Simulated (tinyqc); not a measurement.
Dose and depth of a threshold implant.

Question. A sheet of D acceptors per cm^2 lies at depth xi inside the depleted layer of a body doped Na. In the depletion approximation VT = Vfb + f2 + q D/Cox + gamma sqrt(f2 + Vsb - q D xi/(eps0 eps_r)), gamma = sqrt(2 eps0 eps_r q Na)/Cox, Cox = eps0 eox/tox. Find gamma, D and xi.

Values chosen for this exercise; band and dielectric values close to those of silicon:
```
symbol   value   unit                                                                 meaning
eps_r     11.5                                                          relative permittivity
Na      3.3e16  cm^-3                                       acceptor density deep in the body
eox        3.9         relative permittivity of the gate insulator (close to silicon dioxide)
tox        1.9     nm                                                     insulator thickness
Vfb      -0.66      V                                                       flat-band voltage
f2       0.832      V                                        band bending 2 phiF at threshold
```

Constants: q = 1.602176634e-19 C, eps0 = 8.8541878128e-14 F/cm where lengths are in cm. Results are converted to the units shown.

VT against the source at Vsb = 0 and 1.6 V (V): 0.25169740  0.29469759

Answer. With y^2 = f2 - q D xi/(eps0 eps_r) and d the difference of the thresholds over gamma, sqrt(y^2 + Vsb) - y = d gives y = (Vsb - d^2)/(2 d). The first threshold then gives D, and y^2 gives xi.

gamma = 0.0571 V^0.5
D = 4.60e11 cm^-2
xi = 50.0 nm

Computed by the program tinyqc: `OMP_NUM_THREADS=1 python tinyqc.py 2080010 2080011 out.jsonl`, one thread of a shared Intel Xeon 2.30GHz, about 0.3 s for the whole run.
